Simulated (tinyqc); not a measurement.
Implant damage, amorphisation by cascade overlap, and solid-phase epitaxial regrowth: one step, computed by the program tinyqc. Command: `OMP_NUM_THREADS=1 python tinyqc.py 3110895 3110896 out.jsonl sper walk`. One thread of a shared host (Intel(R) Xeon(R) Processor @ 2.30GHz), about 0.01 s of CPU time with the checks.

Range and width of the damage are inputs. Dynamic annealing enters only through the surviving share f.

Problem. The amorphous layer. Displaced share x(z) = f nu Q exp(-(z - R_d)^2/(2 s_d^2))/(sqrt(2 pi) s_d N); the layer is amorphous where x > x_c, between R_d -/+ s_d sqrt(2 ln(x_max/x_c)), the upper edge being cut at the surface. Threshold dose Q_c = Q x_c/x_max.

Inputs (values chosen for the exercise, modelled on arsenic ions in silicon):

| quantity | value | unit |
|---|---|---|
| atomic density N | 49.9 | 1/nm^3 |
| depth of the damage peak R_d | 36 | nm |
| width of the damage profile s_d | 22 | nm |
| share of defects that survive f | 0.48 | - |
| critical displaced share x_c | 0.14 | - |
| dose Q | 5.8e+14 | 1/cm^2 |

displacements per ion nu = 1003.643

Give: peak displaced share x_max; threshold dose Q_c; upper edge; lower edge.

Solution.

peak displaced share x_max = 1.015

threshold dose Q_c = 7.997e+13 1/cm^2

upper edge = 0 nm

lower edge = 79.79 nm

The layer reaches the surface. Caution: x above 1 counts atoms displaced more than once.
